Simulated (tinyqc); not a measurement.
Speciation in dilute and buffered hydrofluoric acid, oxide etch rate and bath loading: one step, computed by the program tinyqc.

Concentrations stand for activities, NH4+ and Cl- are spectators, and water ionisation is neglected. H, F and HF2 denote the ions H+, F- and HF2-. The base temperature is 298 K.

Task: One trial. Fluoride balance: [HF] + [F] + 2 [HF2] + 2 [H2F2] = HF added + NH4F added. Acid balance: [H] + [HF] + [HF2] + 2 [H2F2] = HF added + HCl added. For a trial [H], [HF] = [H][F]/K1, and the fluoride balance is a quadratic in [F]. Take pH = 3. The residual is the left side of the acid balance less the right.

Inputs (values chosen for the exercise, of the order of those for thermal oxide at room temperature):

| quantity | value | unit |
|---|---|---|
| HF added | 0.24 | mol/L |
| NH4F added | 0.3 | mol/L |
| HCl added | 0 | mol/L |
| K1 = [H][F]/[HF] | 0.000752 | mol/L |
| K2 = [HF2]/([HF][F]) | 4.28 | L/mol |
| K3 = [H2F2]/[HF]^2 | 0 | L/mol |

Give: [F]; [HF]; [HF2]; [H2F2]; residual.

Result:

[F] = 0.1383 mol/L

[HF] = 0.1839 mol/L

[HF2] = 0.1089 mol/L

[H2F2] = 0 mol/L

residual = 0.05381 mol/L

The residual is positive: the trial holds too much acid, so the pH lies above 3.
